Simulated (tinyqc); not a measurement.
Inside a calculation. Method: RHF in the 6-311g basis, for H2, spin multiplicity 1. Computed by tinyqc, a small Python program that keeps every step (integrals from PySCF). Settings: charge = 0, multiplicity = 1, basis = 6-311g, energy threshold = 1e-10, iteration cap = 89, orthogonalisation = canonical, start = core, DIIS depth = 0, method = RHF. Command: `OMP_NUM_THREADS=1 python tinyqc.py 31539 31540 out.jsonl` (the two numbers bound the seeds that draw the settings). One thread of a shared host (Intel(R) Xeon(R) Processor @ 2.60GHz), about 0.04 s of CPU time with the checks. Later iterations appear only in the table of the cycle.

## One-electron integrals

Geometry (angstrom):
```
atom         x         y         z
H     0.000000  0.000000  0.000000
H     0.000000  0.000000  0.802000
```

Basis 6-311g: exponents (1/bohr^2) and contraction coefficients of normalised primitives:
```
element  l (shell)   exponent  coefficient
H            s (1)  33.865000     0.025494
H            s (1)   5.094790     0.190373
H            s (1)   1.158790     0.852161
H            s (2)   0.325840     1.000000
H            s (3)   0.102741     1.000000
```

Overlap, kinetic and nuclear-attraction integrals over the contracted functions; the nuclear repulsion is the sum of Za Zb / Rab.

nuclear repulsion = 0.65982196 hartree

overlap S, lower triangle:
```
          1H 1s     1H 2s     1H 3s     2H 1s     2H 2s     2H 3s
1H 1s  1.000000
1H 2s  0.706377  1.000000
1H 3s  0.373664  0.788963  1.000000
2H 1s  0.218129  0.389766  0.300504  1.000000
2H 2s  0.389766  0.687829  0.659382  0.706377  1.000000
2H 3s  0.300504  0.659382  0.888701  0.373664  0.788963  1.000000
```

kinetic energy T (hartree), lower triangle:
```
          1H 1s     1H 2s     1H 3s     2H 1s     2H 2s     2H 3s
1H 1s  2.304348
1H 2s  0.549119  0.488760
1H 3s  0.106346  0.184881  0.154112
2H 1s  0.001509  0.182275  0.073092  2.304348
2H 2s  0.182275  0.252314  0.136034  0.549119  0.488760
2H 3s  0.073092  0.136034  0.126186  0.106346  0.184881  0.154112
```

nuclear attraction V (hartree), lower triangle:
```
           1H 1s      1H 2s      1H 3s      2H 1s      2H 2s      2H 3s
1H 1s  -2.770390
1H 2s  -1.522992  -1.515572
1H 3s  -0.757891  -1.019797  -0.952743
2H 1s  -0.541844  -0.865427  -0.620800  -2.770390
2H 2s  -0.865427  -1.112875  -0.886611  -1.522992  -1.515572
2H 3s  -0.620800  -0.886611  -0.874607  -0.757891  -1.019797  -0.952743
```

core Hamiltonian H = T + V (hartree), lower triangle:
```
           1H 1s      1H 2s      1H 3s      2H 1s      2H 2s      2H 3s
1H 1s  -0.466042
1H 2s  -0.973873  -1.026812
1H 3s  -0.651544  -0.834916  -0.798631
2H 1s  -0.540335  -0.683152  -0.547708  -0.466042
2H 2s  -0.683152  -0.860561  -0.750577  -0.973873  -1.026812
2H 3s  -0.547708  -0.750577  -0.748422  -0.651544  -0.834916  -0.798631
```

## Two-electron integrals

Functions are numbered as in S; the eight-fold symmetry (ij|kl) = (ji|kl) = (kl|ij) leaves the list below.

Two-electron integrals (ij|kl) in chemists' order, unique and non-zero (hartree):
```
(11|11) 1.393035   (21|11) 0.822971   (21|21) 0.509703   (22|11) 0.822904
(22|21) 0.543028   (22|22) 0.644106   (31|11) 0.411256   (31|21) 0.257757
(31|22) 0.279868   (31|31) 0.130794   (32|11) 0.543681   (32|21) 0.365771
(32|22) 0.452669   (32|31) 0.189803   (32|32) 0.325140   (33|11) 0.494021
(33|21) 0.340115   (33|22) 0.445993   (33|31) 0.178035   (33|32) 0.331779
(33|33) 0.361682   (41|11) 0.227294   (41|21) 0.144803   (41|22) 0.160538
(41|31) 0.073781   (41|32) 0.109498   (41|33) 0.103339   (41|41) 0.058841
(42|11) 0.294884   (42|21) 0.198677   (42|22) 0.243394   (42|31) 0.103027
(42|32) 0.172859   (42|33) 0.172253   (42|41) 0.088270   (42|42) 0.153703
(43|11) 0.201549   (43|21) 0.137611   (43|22) 0.173880   (43|31) 0.071714
(43|32) 0.125460   (43|33) 0.128088   (43|41) 0.061702   (43|42) 0.112792
(43|43) 0.084494   (44|11) 0.651228   (44|21) 0.451070   (44|22) 0.581556
(44|31) 0.236077   (44|32) 0.421254   (44|33) 0.430149   (44|41) 0.227294
(44|42) 0.437670   (44|43) 0.329219   (44|44) 1.393035   (51|11) 0.437670
(51|21) 0.273232   (51|22) 0.294736   (51|31) 0.138485   (51|32) 0.199398
(51|33) 0.186440   (51|41) 0.088270   (51|42) 0.125066   (51|43) 0.086959
(51|44) 0.294884   (51|51) 0.153703   (52|11) 0.513144   (52|21) 0.342704
(52|22) 0.416888   (52|31) 0.177357   (52|32) 0.296613   (52|33) 0.297835
(52|41) 0.121187   (52|42) 0.199326   (52|43) 0.145776   (52|44) 0.513144
(52|51) 0.199326   (52|52) 0.304732   (53|11) 0.389245   (53|21) 0.265424
(53|22) 0.339150   (53|31) 0.138417   (53|32) 0.248026   (53|33) 0.261146
(53|41) 0.096064   (53|42) 0.168362   (53|43) 0.126686   (53|44) 0.447025
(53|51) 0.155844   (53|52) 0.256773   (53|53) 0.227107   (54|11) 0.451070
(54|21) 0.310506   (54|22) 0.398576   (54|31) 0.162264   (54|32) 0.289481
(54|33) 0.298084   (54|41) 0.144803   (54|42) 0.273232   (54|43) 0.206530
(54|44) 0.822971   (54|51) 0.198677   (54|52) 0.342704   (54|53) 0.301196
(54|54) 0.509703   (55|11) 0.581556   (55|21) 0.398576   (55|22) 0.513899
(55|31) 0.208197   (55|32) 0.377006   (55|33) 0.397931   (55|41) 0.160538
(55|42) 0.294736   (55|43) 0.224584   (55|44) 0.822904   (55|51) 0.243394
(55|52) 0.416888   (55|53) 0.374062   (55|54) 0.543028   (55|55) 0.644106
(61|11) 0.329219   (61|21) 0.206530   (61|22) 0.224584   (61|31) 0.104828
(61|32) 0.152395   (61|33) 0.143050   (61|41) 0.061702   (61|42) 0.086959
(61|43) 0.060585   (61|44) 0.201549   (61|51) 0.112792   (61|52) 0.145776
(61|53) 0.114057   (61|54) 0.137611   (61|55) 0.173880   (61|61) 0.084494
(62|11) 0.447025   (62|21) 0.301196   (62|22) 0.374062   (62|31) 0.156380
(62|32) 0.269198   (62|33) 0.275602   (62|41) 0.096064   (62|42) 0.155844
(62|43) 0.114057   (62|44) 0.389245   (62|51) 0.168362   (62|52) 0.256773
(62|53) 0.217402   (62|54) 0.265424   (62|55) 0.339150   (62|61) 0.126686
(62|62) 0.227107   (63|11) 0.423440   (63|21) 0.292043   (63|22) 0.384814
(63|31) 0.152979   (63|32) 0.287198   (63|33) 0.315217   (63|41) 0.095160
(63|42) 0.164653   (63|43) 0.124172   (63|44) 0.423440   (63|51) 0.164653
(63|52) 0.272624   (63|53) 0.244662   (63|54) 0.292043   (63|55) 0.384814
(63|61) 0.124172   (63|62) 0.244662   (63|63) 0.285653   (64|11) 0.236077
(64|21) 0.162264   (64|22) 0.208197   (64|31) 0.084770   (64|32) 0.151401
(64|33) 0.156436   (64|41) 0.073781   (64|42) 0.138485   (64|43) 0.104828
(64|44) 0.411256   (64|51) 0.103027   (64|52) 0.177357   (64|53) 0.156380
(64|54) 0.257757   (64|55) 0.279868   (64|61) 0.071714   (64|62) 0.138417
(64|63) 0.152979   (64|64) 0.130794   (65|11) 0.421254   (65|21) 0.289481
(65|22) 0.377006   (65|31) 0.151401   (65|32) 0.278830   (65|33) 0.299633
(65|41) 0.109498   (65|42) 0.199398   (65|43) 0.152395   (65|44) 0.543681
(65|51) 0.172859   (65|52) 0.296613   (65|53) 0.269198   (65|54) 0.365771
(65|55) 0.452669   (65|61) 0.125460   (65|62) 0.248026   (65|63) 0.287198
(65|64) 0.189803   (65|65) 0.325140   (66|11) 0.430149   (66|21) 0.298084
(66|22) 0.397931   (66|31) 0.156436   (66|32) 0.299633   (66|33) 0.335137
(66|41) 0.103339   (66|42) 0.186440   (66|43) 0.143050   (66|44) 0.494021
(66|51) 0.172253   (66|52) 0.297835   (66|53) 0.275602   (66|54) 0.340115
(66|55) 0.445993   (66|61) 0.128088   (66|62) 0.261146   (66|63) 0.315217
(66|64) 0.178035   (66|65) 0.331779   (66|66) 0.361682
```

## Orthogonalisation

S = U s U^T; canonical form X = U s^(-1/2), so that X^T S X = 1. Each column of U has its largest component positive (the first on a tie).

eigenvalues of S: 0.035771  0.137050  0.210146  0.821850  0.959423  3.835760

X:
```
               1          2          3          4          5         6
1H 1s   0.595371  -0.944028  -0.699591   0.588227   0.633032  0.156122
1H 2s  -2.103773   1.439774   1.061420   0.096713   0.330703  0.232986
1H 3s   3.032702  -0.827138   0.873644  -0.503010   0.105133  0.227367
2H 1s  -0.595371  -0.944028   0.699591   0.588227  -0.633032  0.156122
2H 2s   2.103773   1.439774  -1.061420   0.096713  -0.330703  0.232986
2H 3s  -3.032702  -0.827138  -0.873644  -0.503010  -0.105133  0.227367
```

## Starting guess

The start is the orbitals of the core Hamiltonian; D = 2 C_occ C_occ^T.

D at the start, lower triangle:
```
          1H 1s     1H 2s     1H 3s     2H 1s     2H 2s     2H 3s
1H 1s  0.112818
1H 2s  0.169785  0.255517
1H 3s  0.010056  0.015134  0.000896
2H 1s  0.112818  0.169785  0.010056  0.112818
2H 2s  0.169785  0.255517  0.015134  0.169785  0.255517
2H 3s  0.010056  0.015134  0.000896  0.010056  0.015134  0.000896
```

## Iteration 1: building the Fock matrix

J_ij = sum D_kl (ij|kl), K_ij = sum D_kl (ik|jl); F = H + J - 0.5 K; E = tr D H + tr D J / 2 - 0.25 tr D K + E_nn.

Coulomb J (hartree), lower triangle:
```
          1H 1s     1H 2s     1H 3s     2H 1s     2H 2s     2H 3s
1H 1s  1.664187
1H 2s  1.084346  1.272051
1H 3s  0.557368  0.893520  0.882660
2H 1s  0.385071  0.627404  0.457432  1.664187
2H 2s  0.627404  0.927532  0.772775  1.084346  1.272051
2H 3s  0.457432  0.772775  0.807568  0.557368  0.893520  0.882660
```

exchange K (hartree), lower triangle:
```
          1H 1s     1H 2s     1H 3s     2H 1s     2H 2s     2H 3s
1H 1s  1.071100
1H 2s  1.014891  1.089036
1H 3s  0.674511  0.763579  0.552322
2H 1s  0.703279  0.862005  0.635819  1.071100
2H 2s  0.862005  1.010363  0.741423  1.014891  1.089036
2H 3s  0.635819  0.741423  0.545635  0.674511  0.763579  0.552322
```

Fock matrix F (hartree), lower triangle:
```
           1H 1s      1H 2s      1H 3s      2H 1s      2H 2s      2H 3s
1H 1s   0.662595
1H 2s  -0.396973  -0.299279
1H 3s  -0.431432  -0.323185  -0.192132
2H 1s  -0.506904  -0.486751  -0.408186   0.662595
2H 2s  -0.486751  -0.438211  -0.348513  -0.396973  -0.299279
2H 3s  -0.408186  -0.348513  -0.213671  -0.431432  -0.323185  -0.192132
```

total energy of this density = -1.08068090 hartree

## Iteration 1: diagonalisation and new density

Diagonalise F' = X^T F X, C = X C', fill 1 alpha and 1 beta electrons from the bottom; D = 2 C_occ C_occ^T. Each column has its largest component positive (the first on a tie).

F' = X^T F X (hartree), lower triangle:
```
           1          2          3          4         5          6
1   1.191001
2   0.000000   2.046504
3  -0.958412   0.000000   1.374812
4   0.000000  -0.951471   0.000000   0.811921
5   0.445625   0.000000  -0.857266   0.000000  1.040682
6   0.000000  -0.000186   0.000000  -0.145547  0.000000  -0.504556
```

orbital energies (hartree): MO1 -0.526059, MO2 0.180870, MO3 0.314975, MO4 0.665071, MO5 2.564953, MO6 2.760554

coefficients C:
```
            MO1        MO2        MO3        MO4        MO5        MO6
1H 1s  0.189029   0.079037  -0.036161  -0.081938  -1.106587  -1.109803
1H 2s  0.322039  -0.080590  -0.732981  -1.637786   1.222953   1.724239
1H 3s  0.106538   2.155711   0.864160   2.011219  -0.480364  -1.131150
2H 1s  0.189029  -0.079037  -0.036161   0.081938  -1.106587   1.109803
2H 2s  0.322039   0.080590  -0.732981   1.637786   1.222953  -1.724239
2H 3s  0.106538  -2.155711   0.864160  -2.011219  -0.480364   1.131150
```

D after iteration 1, lower triangle:
```
          1H 1s     1H 2s     1H 3s     2H 1s     2H 2s     2H 3s
1H 1s  0.071464
1H 2s  0.121750  0.207419
1H 3s  0.040278  0.068619  0.022701
2H 1s  0.071464  0.121750  0.040278  0.071464
2H 2s  0.121750  0.207419  0.068619  0.121750  0.207419
2H 3s  0.040278  0.068619  0.022701  0.040278  0.068619  0.022701
```

## Iteration 2: building the Fock matrix

As before.

Coulomb J (hartree), lower triangle:
```
          1H 1s     1H 2s     1H 3s     2H 1s     2H 2s     2H 3s
1H 1s  1.553665
1H 2s  1.020838  1.216546
1H 3s  0.526105  0.861054  0.861386
2H 1s  0.358535  0.588809  0.431181  1.553665
2H 2s  0.588809  0.883837  0.743281  1.020838  1.216546
2H 3s  0.431181  0.743281  0.787178  0.526105  0.861054  0.861386
```

exchange K (hartree), lower triangle:
```
          1H 1s     1H 2s     1H 3s     2H 1s     2H 2s     2H 3s
1H 1s  0.929324
1H 2s  0.930958  1.063400
1H 3s  0.653898  0.793032  0.614746
2H 1s  0.614338  0.791467  0.616378  0.929324
2H 2s  0.791467  0.984805  0.768923  0.930958  1.063400
2H 3s  0.616378  0.768923  0.606587  0.653898  0.793032  0.614746
```

Fock matrix F (hartree), lower triangle:
```
           1H 1s      1H 2s      1H 3s      2H 1s      2H 2s      2H 3s
1H 1s   0.622961
1H 2s  -0.418514  -0.341966
1H 3s  -0.452389  -0.370378  -0.244618
2H 1s  -0.488969  -0.490077  -0.424716   0.622961
2H 2s  -0.490077  -0.469127  -0.391758  -0.418514  -0.341966
2H 3s  -0.424716  -0.391758  -0.264537  -0.452389  -0.370378  -0.244618
```

total energy of this density = -1.12308207 hartree

## Iteration 2: diagonalisation and new density

As before.

F' = X^T F X (hartree), lower triangle:
```
           1          2          3          4         5          6
1   1.176265
2   0.000000   2.010181
3  -0.939828   0.000000   1.339744
4   0.000000  -0.925110   0.000000   0.799534
5   0.435193   0.000000  -0.838294   0.000000  0.974953
6   0.000000  -0.003115   0.000000  -0.123696  0.000000  -0.552394
```

orbital energies (hartree): MO1 -0.567450, MO2 0.164482, MO3 0.313332, MO4 0.633659, MO5 2.511438, MO6 2.692821

coefficients C:
```
            MO1        MO2        MO3        MO4        MO5        MO6
1H 1s  0.183550   0.084537  -0.044588  -0.090021  -1.107202  -1.108771
1H 2s  0.306187  -0.023539  -0.738268  -1.622348   1.223844   1.740481
1H 3s  0.128845   2.081996   0.859464   2.078621  -0.483314  -1.147264
2H 1s  0.183550  -0.084537  -0.044588   0.090021  -1.107202   1.108771
2H 2s  0.306187   0.023539  -0.738268   1.622348   1.223844  -1.740481
2H 3s  0.128845  -2.081996   0.859464  -2.078621  -0.483314   1.147264
```

D after iteration 2, lower triangle:
```
          1H 1s     1H 2s     1H 3s     2H 1s     2H 2s     2H 3s
1H 1s  0.067381
1H 2s  0.112401  0.187501
1H 3s  0.047299  0.078901  0.033202
2H 1s  0.067381  0.112401  0.047299  0.067381
2H 2s  0.112401  0.187501  0.078901  0.112401  0.187501
2H 3s  0.047299  0.078901  0.033202  0.047299  0.078901  0.033202
```

## Iteration 3: building the Fock matrix

As before.

Coulomb J (hartree), lower triangle:
```
          1H 1s     1H 2s     1H 3s     2H 1s     2H 2s     2H 3s
1H 1s  1.529713
1H 2s  1.006583  1.203285
1H 3s  0.519015  0.853081  0.855922
2H 1s  0.352689  0.580147  0.425234  1.529713
2H 2s  0.580147  0.873460  0.736065  1.006583  1.203285
2H 3s  0.425234  0.736065  0.781955  0.519015  0.853081  0.855922
```

exchange K (hartree), lower triangle:
```
          1H 1s     1H 2s     1H 3s     2H 1s     2H 2s     2H 3s
1H 1s  0.900992
1H 2s  0.911199  1.052542
1H 3s  0.647675  0.795575  0.626290
2H 1s  0.595842  0.774585  0.610454  0.900992
2H 2s  0.774585  0.974271  0.771118  0.911199  1.052542
2H 3s  0.610454  0.771118  0.617797  0.647675  0.795575  0.626290
```

Fock matrix F (hartree), lower triangle:
```
           1H 1s      1H 2s      1H 3s      2H 1s      2H 2s      2H 3s
1H 1s   0.613175
1H 2s  -0.422890  -0.349798
1H 3s  -0.456366  -0.379623  -0.255854
2H 1s  -0.485567  -0.490298  -0.427701   0.613175
2H 2s  -0.490298  -0.474237  -0.400070  -0.422890  -0.349798
2H 3s  -0.427701  -0.400070  -0.275366  -0.456366  -0.379623  -0.255854
```

total energy of this density = -1.12488462 hartree

## Iteration 3: diagonalisation and new density

As before.

F' = X^T F X (hartree), lower triangle:
```
           1          2          3          4         5          6
1   1.172759
2   0.000000   2.001830
3  -0.935730   0.000000   1.331391
4   0.000000  -0.918528   0.000000   0.794320
5   0.432817   0.000000  -0.833958   0.000000  0.959905
6   0.000000  -0.001602   0.000000  -0.119229  0.000000  -0.561769
```

orbital energies (hartree): MO1 -0.575537, MO2 0.160235, MO3 0.311658, MO4 0.626506, MO5 2.498260, MO6 2.677315

coefficients C:
```
            MO1        MO2        MO3        MO4        MO5        MO6
1H 1s  0.183108   0.085841  -0.046974  -0.091887  -1.107176  -1.108518
1H 2s  0.301714  -0.010472  -0.738815  -1.618413   1.224625   1.744268
1H 3s  0.134177   2.064656   0.858098   2.093703  -0.484290  -1.151170
2H 1s  0.183108  -0.085841  -0.046974   0.091887  -1.107176   1.108518
2H 2s  0.301714   0.010472  -0.738815   1.618413   1.224625  -1.744268
2H 3s  0.134177  -2.064656   0.858098  -2.093703  -0.484290   1.151170
```

D after iteration 3, lower triangle:
```
          1H 1s     1H 2s     1H 3s     2H 1s     2H 2s     2H 3s
1H 1s  0.067057
1H 2s  0.110492  0.182063
1H 3s  0.049138  0.080966  0.036007
2H 1s  0.067057  0.110492  0.049138  0.067057
2H 2s  0.110492  0.182063  0.080966  0.110492  0.182063
2H 3s  0.049138  0.080966  0.036007  0.049138  0.080966  0.036007
```

## Iteration 9 (converged): orbitals

converged F (hartree), lower triangle:
```
           1H 1s      1H 2s      1H 3s      2H 1s      2H 2s      2H 3s
1H 1s   0.610367
1H 2s  -0.424084  -0.351742
1H 3s  -0.457461  -0.382039  -0.258924
2H 1s  -0.484780  -0.490353  -0.428521   0.610367
2H 2s  -0.490353  -0.475430  -0.402225  -0.424084  -0.351742
2H 3s  -0.428521  -0.402225  -0.278318  -0.457461  -0.382039  -0.258924
```

As before.

F' = X^T F X (hartree), lower triangle:
```
           1          2          3          4         5          6
1   1.171792
2   0.000000   1.999575
3  -0.934644   0.000000   1.329084
4   0.000000  -0.916658   0.000000   0.792687
5   0.432167   0.000000  -0.832800   0.000000  0.955793
6   0.000000  -0.000773   0.000000  -0.118085  0.000000  -0.564253
```

orbital energies (hartree): MO1 -0.577668, MO2 0.159005, MO3 0.311088, MO4 0.624554, MO5 2.494588, MO6 2.673111

coefficients C:
```
            MO1        MO2        MO3        MO4        MO5        MO6
1H 1s  0.183130   0.086200  -0.047693  -0.092397  -1.107142  -1.108447
1H 2s  0.300249  -0.006910  -0.738938  -1.617313   1.224911   1.745305
1H 3s  0.135786   2.059898   0.857684   2.097793  -0.484575  -1.152249
2H 1s  0.183130  -0.086200  -0.047693   0.092397  -1.107142   1.108447
2H 2s  0.300249   0.006910  -0.738938   1.617313   1.224911  -1.745305
2H 3s  0.135786  -2.059898   0.857684  -2.097793  -0.484575   1.152249
```

D after iteration 9, lower triangle:
```
          1H 1s     1H 2s     1H 3s     2H 1s     2H 2s     2H 3s
1H 1s  0.067073
1H 2s  0.109969  0.180299
1H 3s  0.049733  0.081539  0.036876
2H 1s  0.067073  0.109969  0.049733  0.067073
2H 2s  0.109969  0.180299  0.081539  0.109969  0.180299
2H 3s  0.049733  0.081539  0.036876  0.049733  0.081539  0.036876
```

## Convergence

Stop when the energy changes by less than 1e-10 hartree and every element of the error matrix X^T (F D S - S D F) X is below 3e-06.

Course of the cycle:
```
iteration  E (hartree)     change  largest element of the error matrix
1          -1.08068090          -                             2.96e-01
2          -1.12308207  -4.24e-02                             5.48e-02
3          -1.12488462  -1.80e-03                             1.02e-02
4          -1.12497061  -8.60e-05                             2.02e-03
5          -1.12497497  -4.36e-06                             4.23e-04
6          -1.12497520  -2.26e-07                             9.96e-05
7          -1.12497521  -1.18e-08                             2.36e-05
8          -1.12497521  -6.18e-10                             5.48e-06
9          -1.12497521  -3.23e-11                             1.27e-06
```

PySCF RHF in the same basis = -1.12497521 hartree

Converged in 9 iterations.

## Populations, bond orders and dipole

Mulliken: Z minus the diagonal of D S on the atom; Loewdin: the same with S^(1/2) D S^(1/2); Mayer order: 2 sum_s sum (D(s) S)_ij (D(s) S)_ji over the two atoms.

Charges (e):
```
atom  Mulliken   Loewdin
1H           0         0
2H    0.000000  0.000000
```

Mayer bond orders:
```
pair     order
2-1   1.000000
```

dipole moment about the origin, x y z (debye): 0.000000  0.000000  0.000000
